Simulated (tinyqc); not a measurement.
n-type polysilicon, carrier trapping at grain boundaries: two steps of the calculation.

One-dimensional grains of size Lg, uniform ionised doping N, monovalent traps Qt at each boundary at a depth Et below (for electrons) or above (for holes) the band edge there, abrupt depletion of width W on each side of a boundary, Boltzmann statistics. xi is the distance from the band edge at the grain centre to the Fermi level. Trapped charge Qt/(1 + exp((xi + VB - Et)/Vt)) = 2 N W, barrier VB = q N W^2/(2 eps0 eps_r).

Inputs (values chosen for the exercise); values of the order met in polycrystalline silicon:
- T = 300 K (temperature)
- eps_r = 11.7 (relative permittivity)
- NB = 2.8e19 cm^-3 (conduction-band density of states at T)
- Lg = 53 nm (grain size)
- Qt = 2.7e12 cm^-2 (trap density of a grain boundary)
- Et = 0.32 eV (depth of the trap level from the majority band edge at the boundary)
- ms = 0.37 m0 (mass for thermionic emission)
- fe = 0.5 (correction factor of the emission rate)
- mug = 85 cm^2/(V s) (mobility inside the grains)
- N = 2e18 cm^-3 (doping)

Constants: q = 1.602176634e-19 C, kB = 1.380649e-23 J/K, m0 = 9.1093837015e-31 kg, Vt = kB T/q, eps0 = 8.8541878128e-14 F/cm where lengths are in cm. Results are converted to the units shown.

Question 1. New W. Partly depleted grain, xi = Vt ln(NB/N): f = 1/(1 + exp((xi + VB - Et)/Vt)), g = Qt f - 2 N W, g' = -2 Qt f (1 - f) VB/(W Vt) - 2 N, W(new) = W - g/g'.

W at the start = 4 nm

Find: VB; f; g; g'; W after iteration 1.

Answer 1.

VB = 0.024745 V
f = 0.99985
g = 1.0996e12 cm^-2
g' = -4.0020e11 cm^-2/nm
W after iteration 1 = 6.7476 nm

Question 2. Resistivity and effective mobility. n0 = NB exp(-xi/Vt); mean density n0 (1 - 2 W/Lg) by charge balance in a partly depleted grain, and n0 (sqrt(pi)/2) erf(u)/u with u = sqrt(VB/Vt) in a fully depleted one; v = sqrt(kB T/(2 pi ms m0)); barrier resistivity Vt exp(VB/Vt)/(q fe n0 v Lg); grain resistivity (1 - 2 W/Lg)/(q n0 mug); effective mobility 1/(q mean density total resistivity).

W = 6.7439612 nm
xi = 0.068224910 V
VB = 0.070340578 V

Give: n0; mean density; v; barrier resistivity; grain resistivity; resistivity; effective mobility.

Answer 2.

n0 = 2.0000e18 cm^-3
mean density = 1.4910e18 cm^-3
v = 4.4225e6 cm/s
barrier resistivity = 0.10459 ohm cm
grain resistivity = 0.027371 ohm cm
resistivity = 0.13197 ohm cm
effective mobility = 31.721 cm^2/(V s)

The resistivity is 3.59 times that of a single crystal with the same N and mobility mug, and the mean density is 74.6 % of N.

Computed by the program tinyqc: `OMP_NUM_THREADS=1 python tinyqc.py 2830011 2830012 out.jsonl`, one thread of a shared Intel Xeon 2.30GHz, about 0.01 s for the whole run.
